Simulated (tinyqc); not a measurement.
Deep-level transient spectroscopy (DLTS) of one majority-carrier trap: one step, computed by the program tinyqc.

A filling pulse loads the traps in a one-sided junction; under reverse bias they empty at the rate e, and the capacitance relaxes as C(t) = C_0 - dC exp(-e t). The signal is S = [C(t_2) - C(t_1)]/dC.

Question. Peak temperature and width. e = g sigma v N_b exp(-E/k_B T), v = sqrt(3 k_B T/m), N_b = 2 M (2 pi m k_B T/h^2)^(3/2), sigma = sigma_0, E = E_t. S(e) = exp(-e t_1) - exp(-e t_2) peaks at the rate window e_0 = ln(t_2/t_1)/(t_2 - t_1). T_p solves e(T) = e_0 (bisection between 15 and 1500 K); the half-height points solve S = S_max/2 on either side.

Inputs (values chosen for the exercise, for a model semiconductor):
```
quantity                    value  unit
density-of-states mass m    0.488   m_0
valleys M                       3     -
trap depth E_t              0.501    eV
cross-section sigma_0     1.9e-14  cm^2
degeneracy ratio g              2     -
gate time t_1               0.005     s
ratio t_2/t_1                 2.5     -
temperature T                 297     K
```

Carriers: electrons. Extra term: none.

rate window e_0 = 122.1721 1/s

peak height S_max = 0.3257301

Constants: k_B = 8.617333262e-05 eV/K; k_B = 1.380649e-23 J/K; m_0 = 9.1093837015e-31 kg; h = 6.62607015e-34 J s.

Give: peak temperature T_p; lower half-height point; upper half-height point; full width.

Answer.

peak temperature T_p = 231.6 K

lower half-height point = 219.6 K

upper half-height point = 240.9 K

full width = 21.36 K

The width is 9.2 % of T_p, and E_t is 25.1 k_B T_p.
